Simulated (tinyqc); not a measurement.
Mobility of a non-polar semiconductor in the relaxation-time approximation: one step, computed by the program tinyqc. Command: `OMP_NUM_THREADS=1 python tinyqc.py 3019128 3019129 out.jsonl rta walk`. One thread of a shared host (Intel(R) Xeon(R) Processor @ 2.30GHz), about 0.01 s of CPU time with the checks.

Each valley is treated as a sphere of mass m_d for states and rates, with one isotropic relaxation time; the conductivity mass m_c sets the current.

Question. Fermi level and screening. Kane band: hbar^2 k^2/(2 m) = E (1 + alpha E), speed v = hbar k/(m (1 + 2 alpha E)), states per spin, volume and energy g(E) = m k (1 + 2 alpha E)/(2 pi^2 hbar^2); overlap factors are set to 1. Here m = m_d. Masses are multiplied by m_0 and all formulas are in SI units. The reduced Fermi level eta = E_F/(k_B T) solves n = 2 Z int g f dE with f = 1/(1 + exp(x - eta)) (Z = 1 unless valleys are given); screening length L_s = sqrt(eps_s eps_0 k_B T/(e^2 dn/deta)), dn/deta = 2 Z int g f (1 - f) dE. Integrals over x = E/(k_B T) use 160 Gauss-Legendre points in u = sqrt(x) from 0 to sqrt(max(eta, 0) + 32).

Inputs (values chosen for the exercise, modelled on holes in germanium):
```
quantity                   value    unit
equivalent valleys Z           1       -
non-parabolicity alpha      0.29    1/eV
static permittivity eps_s     16       -
carrier density n          3e+15  1/cm^3
temperature T                200       K
```

Band: Kane. Impurity formula: Conwell-Weisskopf. Further scattering: none.

density-of-states mass m_d = 0.295 m_0

Constants: k_B = 8.617333262e-05 eV/K; m_0 = 9.1093837015e-31 kg; e = 1.602176634e-19 C; hbar = 1.054571817e-34 J s; eps_0 = 8.8541878128e-12 F/m; k_B = 1.380649e-23 J/K.

Give: reduced Fermi level eta; screening length L_s.

Answer.

reduced Fermi level eta = -6.611

screening length L_s = 71.29 nm

The gas is non-degenerate (eta < -2), and L_s is close to the Debye length.
